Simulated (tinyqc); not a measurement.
Worked calculation: RHF in the sto-3g basis, for BeH2, spin multiplicity 1. One step of it, computed by the program tinyqc.

Task: Iteration 2: DIIS coefficients. Solve [B -1; -1 0][c; lambda] = [0; -1] for the coefficients, which sum to one.

B (overlaps of the stored error matrices):
```
               1              2
1  1.0970986e-01  1.2781728e-02
2  1.2781728e-02  1.8049652e-03
```

Give: DIIS coefficients.

Result:

DIIS coefficients: -0.1277  1.1277
